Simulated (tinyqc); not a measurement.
Thermoelectric coefficients with energy filtering, Landauer integrals: two steps of the calculation.

Bulk parabolic band, x = (E - Ec)/kB T, C = hbar^2/(2 m0), kB T in eV. Modes per area gv m kB T x/(4 pi C) times the back-scattering length l0 x^rr give the transport function s0 X(x), s0 = (2 q^2/h) gv m kB T l0/(4 pi C), X = x^(1 + rr), multiplied by tb for x < xb. I_k = int X (x - eta)^k w dx, w = 1/(4 cosh^2((x - eta)/2)).

Inputs (values chosen for the exercise):
```
symbol,value,unit,meaning
T,500,K,temperature
rr,0.5,,energy exponent of that length
kL,4.1,W/(m K),lattice thermal conductivity
eta,5.9,,reduced Fermi level (EF - Ec)/kB T
xb,7.7,,"barrier height over kB T, above Ec"
tb,0.05,,share of the transport function left below the barrier
xa,0,,lower end of the grid
xe,18,,upper end of the grid
nE,13,,points of the grid
```

Problem 1. The three integrals on a coarse grid. Simpson's rule on nE equally spaced points from xa to xe.

Find: x; X; w; X w; I_0, I_1, I_2 on this grid.

Solution 1.

```
point,x,X,w,X w
0,0.000,0,0.0027245,0
1,1.500,0.091856,0.011981,0.0011006
2,3.000,0.25981,0.049434,0.012843
3,4.500,0.47730,0.15868,0.075740
4,6.000,0.73485,0.24938,0.18325
5,7.500,1.0270,0.13976,0.14353
6,9.000,27.000,0.041249,1.1137
7,10.500,34.024,0.0098528,0.33523
8,12.000,41.569,0.0022328,0.092817
9,13.500,49.602,4.9995e-4,0.024799
10,15.000,58.095,1.1164e-4,0.0064857
11,16.500,67.023,2.4915e-5,0.0016699
12,18.000,76.368,5.5595e-6,4.2456e-4
```

I_0, I_1, I_2 on this grid: [2.5735, 7.7954, 33.336]

Problem 2. Power factor and figure of merit. Power factor S^2 sigma, ZT = S^2 sigma T/(kappa_e + kL).

sigma = 10038.107 S/cm
S = -230.43080 uV/K
kappa_e = 9.1959979 W/(m K)

Find: power factor; ZT; electronic share of kappa.

Solution 2.

power factor = 53.301 mW/(m K^2)
ZT = 2.0044
electronic share of kappa = 69.164 %

Range of the model: Parabolic bands, elastic scattering and a fixed kL make these model figures, not those of a material.

Computed by the program tinyqc: `OMP_NUM_THREADS=1 python tinyqc.py 2800034 2800035 out.jsonl`, one thread of a shared Intel Xeon 2.30GHz, about 0.02 s for the whole run.
